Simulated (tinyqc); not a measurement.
# Input admittance of a MOSFET at zero drain bias: distributed channel and distributed gate: two studies

Source and drain grounded, strong inversion, w = 2 pi f, Cox = eps0 eox/tox. The channel is an RC line of resistance 1/(mu Cox Vo) per square fed from both ends, so one finger has the intrinsic admittance y = i w Cox L tanh(g)/g per width, g = (1/2) sqrt(i w tau), tau = L^2/(mu Vo). The vertical resistance rv/L is in series with y, the overlaps 2 i w Cov in parallel: y_t = 1/(1/y + rv/L) + 2 i w Cov. The gate strip is a line of Rsh/L per length loaded by y_t, so a finger has Y = y_t Wf tanh(k)/k, k = (Wf/sd) sqrt(y_t Rsh/L); the device has Nf Y.

Inputs (values chosen for the exercise); values of the order met in silicon radio-frequency transistors:
```
symbol,value,unit,meaning
eox,3.9,,relative permittivity of the gate insulator (close to silicon dioxide)
tox,5.8,nm,insulator thickness
L,0.6,um,channel length
Wf,2.1,um,finger width
Nf,32,,number of fingers
mu,150,cm^2/(V s),channel mobility
Vo,0.78,V,gate overdrive
Rsh,4.3,ohm/square,sheet resistance of the gate
rv,0,ohm um^2,vertical resistivity of the gate stack
sd,2,,number of ends at which a finger is contacted
Cov,0.3,fF/um,overlap and fringe capacitance on each side
f,18,GHz,frequency
```

Constants: eps0 = 8.8541878128e-14 F/cm where lengths are in cm. Results are converted to the units shown.

Each table varies one quantity; the others keep the values above.

## Input impedance against frequency

Low-frequency limits, with c = Cox L and ct = c + 2 Cov: R_strip = Rsh Wf/(3 sd^2 L Nf), R_ch = (c/ct)^2 L/(12 mu Cox Vo Wf Nf), R_vert = (c/ct)^2 rv/(L Wf Nf), C = ct Wf Nf. Z = 1/(Nf Y) = R + 1/(i w C), Q = |Im Z|/R, far-point signal |1/cosh k|.

The same in every row: low-frequency R (ohm) = 7.869.

Input impedance against frequency:
```
f (GHz),w tau,|k|,R (ohm),C (fF),Q,signal at the far point
0.2,0.03867,0.006436,7.869,280.4,360.7,1.000
0.5,0.09666,0.01018,7.869,280.4,144.3,1.000
1,0.1933,0.01439,7.869,280.4,72.14,1.000
3,0.5800,0.02491,7.867,280.2,24.07,1.000
7,1.353,0.03792,7.856,279.3,10.36,0.9999
20,3.867,0.06236,7.761,272.2,3.767,0.9995
50,9.666,0.08811,7.248,239.0,1.838,0.9982
100,19.33,0.1055,5.939,181.7,1.475,0.9969
300,58.00,0.1454,2.641,108.0,1.861,0.9950
```

R falls from 7.87 to 2.64 ohm and C falls from 280 to 108 fF. Q goes as f^(-1.00) between the first two rows and f^(0.21) between the last two, where w tau = 58.0 and |k| = 0.145. The low-frequency limits hold both R and C within 5 % up to f = 20 GHz among the rows.

## Effect of the channel length

Same model as above.

Result of one run:
```
L (um),w tau,|k|,R (ohm),low-frequency R (ohm),C (fF),Q,signal at the far point
0.03,0.008700,0.1180,0.8120,0.8120,52.32,208.1,1.000
```

What becomes of these results when the channel length L is changed from 0.03 to 0.8 um, all else the same?

Result of the changed run:
```
L (um),w tau,|k|,R (ohm),low-frequency R (ohm),C (fF),Q,signal at the far point
0.8,6.187,0.05567,10.93,11.26,336.5,2.403,0.9994
```

The whole series:
```
L (um),w tau,|k|,R (ohm),low-frequency R (ohm),C (fF),Q,signal at the far point
0.03,0.008700,0.1180,0.8120,0.8120,52.32,208.1,1.000
0.058,0.03252,0.09348,0.5432,0.5432,63.52,256.2,1.000
0.11,0.1170,0.07821,0.7471,0.7471,84.33,140.3,1.000
0.22,0.4679,0.06819,1.948,1.949,128.3,35.38,0.9999
0.42,1.705,0.06251,4.902,4.919,207.0,8.712,0.9998
0.8,6.187,0.05567,10.93,11.26,336.5,2.403,0.9994
1.6,24.75,0.03876,19.15,25.22,397.4,1.162,0.9995
3,87.00,0.02761,19.52,50.00,370.2,1.224,0.9998
```

As L goes from 0.03 to 3, R goes from 0.812 through a minimum of 0.543 (at L = 0.058 among the rows listed) to 19.5 ohm, C goes from 52.3 through a maximum of 397 (at L = 1.6 among the rows listed) to 370 fF and Q moves up and down between 1.16 and 256. R_strip falls as 1/L while R_ch grows with L, which gives the minimum of R.

Program tinyqc, `OMP_NUM_THREADS=1 python tinyqc.py 2262098 2262099 out.jsonl`; Intel Xeon 2.30GHz, shared host, one thread, about 0.01 s.
